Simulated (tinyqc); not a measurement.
# Gated graphene, quantum capacitance, step by step

Computed by the program tinyqc: `OMP_NUM_THREADS=1 python tinyqc.py 2200067 2200068 out.jsonl`, one thread of a shared Intel Xeon 2.30GHz, about 0.03 s for the whole run. Printed values are rounded.

phi is the Fermi level above the Dirac point, in volts; Vg is counted from the gate voltage of charge neutrality. Ideal linear bands, no charge puddles.

Values chosen for this exercise; values close to those of graphene:
- T = 300 K (temperature)
- eox = 3.9 (relative permittivity of the gate insulator (close to silicon dioxide))
- tox = 0.93 nm (insulator thickness)
- vF = 1.02e6 m/s (Fermi velocity)
- Dit = 0 cm^-2 eV^-1 (density of traps)
- Vg = -0.88 V (gate voltage)

Constants: q = 1.602176634e-19 C, kB = 1.380649e-23 J/K, hbar = 1.054571817e-34 J s, Vt = kB T/q, eps0 = 8.8541878128e-14 F/cm where lengths are in cm. Results are converted to the units shown.

## Gate capacitance

Cox = eps0 eox/tox.

Cox = 3.71305 uF/cm^2

## Starting value

phi = Vg.

phi at the start = -0.88 V

## Iteration 1: new phi

N0 = (2/pi)(kB T/(hbar vF))^2; n = N0 F1(phi/Vt), p = N0 F1(-phi/Vt), F1(e) = int_0^infinity u du/(1 + exp(u - e)) = -Li2(-exp(e)); Cq = q d(n - p)/dphi = (q N0/Vt) ln[2 (1 + cosh(phi/Vt))]. Newton: f = phi + q (n - p + Dit phi)/Cox - Vg, phi(new) = phi - f/(1 + (Cq + q Dit)/Cox).

n = 1.55449e-4 cm^-2
p = 5.48422e13 cm^-2
Cq = 19.9132 uF/cm^2
f = -2.36644 V
phi after iteration 1 = -0.508096 V

## Iteration 2: new phi

As before.

n = 274.974 cm^-2
p = 1.83863e13 cm^-2
Cq = 11.4975 uF/cm^2
f = -0.421463 V
phi after iteration 2 = -0.405213 V

## Course of the iteration

Stop when the step is below 1e-10 V, or after 40 iterations.

Course of the iteration:
```
iteration	phi before the step (V)	step (V)
1	-0.88	0.372
2	-0.508096	0.103
3	-0.405213	9.30e-3
4	-0.395917	7.72e-5
5	-0.395840	5.32e-9
6	-0.395840	< 1e-13
```

Converged in 6 iterations.

## Charge and capacitances at the solution

converged phi = -0.395840 V

N0 = (2/pi)(kB T/(hbar vF))^2; n = N0 F1(phi/Vt), p = N0 F1(-phi/Vt), F1(e) = int_0^infinity u du/(1 + exp(u - e)) = -Li2(-exp(e)); Cq = q d(n - p)/dphi = (q N0/Vt) ln[2 (1 + cosh(phi/Vt))]. 1/C_G = 1/Cox + 1/(Cq + q Dit); dphi/dVg = Cox/(Cox + Cq + q Dit).

n - p = -1.12204e13 cm^-2
Cq = 8.95732 uF/cm^2
C_G = 2.62494 uF/cm^2
dphi/dVg = 0.293050

Cq is 2.41 times Cox, so C_G is 70.7 % of Cox; 45.0 % of the gate voltage has gone into phi.
